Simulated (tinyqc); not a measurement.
What moves the results: quantum well in an electric field by finite differences. A value that a table varies takes the place of the one given here.

Finite differences on points z_i at the centres of cells of width h: H_ii = (c/h^2)(1/m_(i-1/2) + 1/m_(i+1/2)) + V_i, H_(i,i+1) = -(c/h^2)/m_(i+1/2), where m_(i+1/2) is the mean of the masses at the two points (the end values are repeated outwards), psi = 0 on the points beyond both ends, c = hbar^2/2m0. The field adds e F (z - z0) with z0 the middle of the structure; 1 kV/cm = 1e-5 eV/angstrom.

Constants: hbar^2/2m0 = 3.80998211 eV angstrom^2.

Values chosen for the exercise (near those of a GaAs well in AlGaAs; shifted at random, so the results belong to these values and not to a real crystal):
- layers = ((54, 0.275, 0.0952), (90, 0, 0.0657), (54, 0.275, 0.0952)) (each layer: thickness in angstrom, band edge in eV, mass in m0)
- hf = 1.125 angstrom (cell width of the fine grid)
- Fs = (0, 13.3, 26.7, 40, 53.3, 66.7, 80) kV/cm (fields)
- F = 64 kV/cm (field along z)
- Lw = 90 angstrom (well width)
- Lb = 54 angstrom (each outer barrier)
- V0 = 0.275 eV (barrier height)
- mw = 0.0657 m0 (mass in the well)
- mb = 0.0952 m0 (mass in the barriers)

## Stark shift

Fine grid. Perturbation theory: dE1 = e F z_11 - beta (e F)^2 with beta = sum_j z_1j^2/(E_j - E_1) over the 13 next levels at zero field, z from z0.

Levels against field:
```
F (kV/cm)  E1 (eV)  E2 (eV)  dE1 (meV)  second order (meV)  <z - z0> (angstrom)  E2 - E1 (meV)
0           0.0366   0.1440       0.00                0.00                  0.0          107.4
13.3        0.0365   0.1440      -0.09               -0.09                 -1.3          107.5
26.7        0.0362   0.1440      -0.35               -0.35                 -2.6          107.8
40.0        0.0358   0.1440      -0.78               -0.78                 -3.9          108.2
53.3        0.0352   0.1440      -1.38               -1.38                 -5.1          108.8
66.7        0.0344   0.1440      -2.15               -2.17                 -6.4          109.6
80.0        0.0335   0.1440      -3.08               -3.12                 -7.6          110.6
```

z_11 = 0.00 angstrom
beta = 4871 angstrom^2/eV

What can be read from the table?

At zero field the state is centred, so the shift starts as F^2; it turns linear only if the state is pulled to one side. At 80 kV/cm E1 has moved by -3.08 meV, where second order gives -3.12 meV; they differ by 1.2 % there. The electron moves by -7.6 angstrom, against the rise of the potential. E2 - E1 grows with the field; the ends are 107.4 and 110.6 meV.

## Order of mass and momentum

Fine grid. Hermitian kinetic operators m^a p m^b p m^a with 2a + b = -1: H_ii = (c/h^2) m_i^(2a) (m_(i-1/2)^b + m_(i+1/2)^b) + V_i, H_(i,i+1) = -(c/h^2) m_i^a m_(i+1)^a m_(i+1/2)^b; BenDaniel-Duke is a = 0. The halved form has H_ii = 2c/(h^2 m_i) + V_i and H_(i,i+1) = -(c/2h^2)(1/m_i + 1/m_(i+1)). The shifts are measured against BenDaniel-Duke; the last column repeats E1 with cells of hf/4.

Levels (eV):
```
operator                            E1      E2  E1 - E1(BDD) (meV)  E1 at hf/4
BenDaniel-Duke                  0.0346  0.1440                 0.0      0.0346
(1/m) p^2 + p^2 (1/m), halved   0.0318  0.1303                -2.8     -0.0794
m^(-1/2) p^2 m^(-1/2)           0.0414  0.1598                 6.8      0.0414
m^(-1/4) p m^(-1/2) p m^(-1/4)  0.0380  0.1518                 3.4      0.0381
one mass, the smallest          0.0381  0.1523                 3.5      0.0381
```

What does this show?

The three forms m^a p m^b p m^a span 6.8 meV in E1, 6 % of E2 - E1; they differ only at the mass steps (largest to smallest mass 1.45), where m^a psi is the continuous quantity. Dropping the mass step altogether moves E1 by +3.5 meV. Refining the grid moves the halved form by -111.3 meV, against at most 0.03 meV for the other three: at an abrupt step it has no limit as the grid is refined.

## What each parameter does

Three layers: barrier, well, barrier; fine grid. The Stark shift is E1(F) - E1(0). Each row changes one parameter from the base and keeps the others.

Results:
```
case              E1 (eV)  E2 - E1 (meV)  Stark shift (meV)  <z - z0> (angstrom)
base               0.0346          109.4              -1.98                -6.14
Lw = 72 angstrom   0.0487          143.3              -1.13                -3.51
Lb = 72 angstrom   0.0346          109.2              -1.99                -6.16
V0 = 0.33 eV       0.0367          115.5              -1.77                -5.50
mw = 0.0756 m0     0.0321          101.3              -2.03                -6.28
mb = 0.0762 m0     0.0367          112.2              -1.90                -5.89
F = 96 kV/cm       0.0322          111.9              -4.41                -9.05
```

What can be read from the table?

The largest shifts from the base row, up to three for each result and ties (the steps differ in size, so this ranks the rows, not the parameters). E1 (eV): Lw +0.0141, mw -0.0025, F -0.0024; unchanged at the printed digits by Lb. E2 - E1 (meV): Lw +33.8, mw -8.1, V0 +6.0. Stark shift (meV): F -2.43, Lw +0.85, V0 +0.21. <z - z0> (angstrom): F -2.91, Lw +2.63, V0 +0.64.

Run: tinyqc, `OMP_NUM_THREADS=1 python tinyqc.py 1281298 1281299 out.jsonl`; Intel(R) Xeon(R) Processor @ 2.30GHz, one thread, shared host; about 0.03 s of CPU time with all checks.
